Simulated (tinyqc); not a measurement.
Pressure series at fixed power: global model of a low-pressure process discharge: electron temperature, density, ion flux and ion energy. Computed by tinyqc, a small Python program. Command: `OMP_NUM_THREADS=1 python tinyqc.py 3111883 3111884 out.jsonl plasma walk`. One thread of a shared host (Intel(R) Xeon(R) Processor @ 2.30GHz), about 0.01 s of CPU time with the checks.

Maxwellian electrons with temperature T_e in eV, one positive ion, no negative ions, uniform bulk density n; rate constants have the Arrhenius form.

Inputs (values chosen for the exercise, of the order of those of an inductive discharge in a simple atomic gas): ion mass M = 19 u; ionisation prefactor K0 = 2.5e-14 m^3/s; ionisation energy E_iz = 16.3 eV; excitation prefactor X0 = 1.2e-14 m^3/s; excitation energy E_ex = 10 eV; elastic rate constant K_el = 1.6e-13 m^3/s; ion-neutral cross section = 8.7e-19 m^2; gas temperature T_g = 500 K; radius R = 17 cm; height L = 20 cm; absorbed power P = 150 W.

Constants: k_B = 1.380649e-23 J/K; e = 1.602176634e-19 C; u = 1.6605390666e-27 kg; m_0 = 9.1093837015e-31 kg.

Method:
- n_g = p/(k_B T_g), lambda_i = 1/(n_g sigma), K_iz = K0 exp(-E_iz/T_e), h_L = 0.86/sqrt(3 + L/(2 lambda_i)), h_R = 0.8/sqrt(4 + R/lambda_i), A_eff = 2 pi R^2 h_L + 2 pi R L h_R and d_eff = pi R^2 L/A_eff follow p.
- Particle balance: K0 exp(-E_iz/T_e) n_g d_eff = u_B, u_B = sqrt(e T_e/M).
- E_c = E_iz + (X0 exp(-E_ex/T_e) E_ex + K_el (3 m_0/M) T_e)/K_iz; E_T = E_c + (5/2) T_e + (T_e/2) ln(M/(2 pi m_0)); n = P/(e u_B A_eff E_T); J = e h_L n u_B. Pressures without a root below 2 E_iz are left out.

Against pressure:
```
p (Pa)  T_e (eV)  E_c (eV)  E_T (eV)  n (1/cm^3)  J (mA/cm^2)
0.1       8.3997     26.49     83.67  1.1846e+10      0.51649
0.2       5.4539     31.60     68.72  2.0571e+10      0.63486
0.5       3.7318     42.43     67.83  3.3109e+10      0.65116
1.0       2.9986     55.92     76.33  4.2806e+10      0.58267
2.0       2.4998     76.91     93.93  5.1452e+10      0.47561
5.0       2.0464    123.85    137.78  5.9488e+10      0.32522
10.0      1.7994    184.02    196.27  6.2333e+10      0.22856
20.0      1.6059    281.74    292.67  6.2246e+10      0.15336
```

What does the comparison show, and why?

T_e falls from 8.40 to 1.61 eV, n changes by a factor 5.3 and J by 0.30; in J = P h_L/(A_eff E_T), E_T changes by a factor 3.50 and is least at 0.5 Pa, between wall losses at high T_e and excitation losses at low T_e.

Extremes, crossings and ranges named in words are read from the listed rows.
